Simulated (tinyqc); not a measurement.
# Inverter chain driving a load

N inverters, each f = Hc^(1/N) times larger than the one before: delay tau N (f + pp). Switched capacitance in units of the first input, with output capacitance pp times the input: Hc + (1 + pp)(Hc - 1)/(f - 1).

Parameters, values chosen for the exercise: load over the input capacitance of the chain Hc = 56; parasitic delay of an inverter pp = 1.5; delay unit tau = 4.7 ps.

Result of one run:
```
f,delay (ps),switched capacitance
3.826,75.09,104.7
```

Which number of stages N gave this result: 1, 2, 3, 4 or 7?

N = 3.

The whole series:
```
N,f,delay (ps),switched capacitance
1,56.00,270.2,58.50
2,7.483,84.44,77.21
3,3.826,75.09,104.7
4,2.736,79.63,135.2
5,2.237,87.82,167.2
6,1.956,97.46,199.8
7,1.777,107.8,232.9
```

The delay goes from 270 through a minimum of 75.1 (at N = 3 among the rows listed) to 108 ps. The best stage effort solves pp + rho (1 - ln rho) = 0, rho = 3.97, which gives N = ln Hc/ln rho = 2.92. One stage fewer than the best costs 12 % in delay and saves 26 % of the switched capacitance.

tinyqc, about 0.01 s, one thread, Intel Xeon 2.30GHz (shared host): `OMP_NUM_THREADS=1 python tinyqc.py 2082049 2082050 out.jsonl`
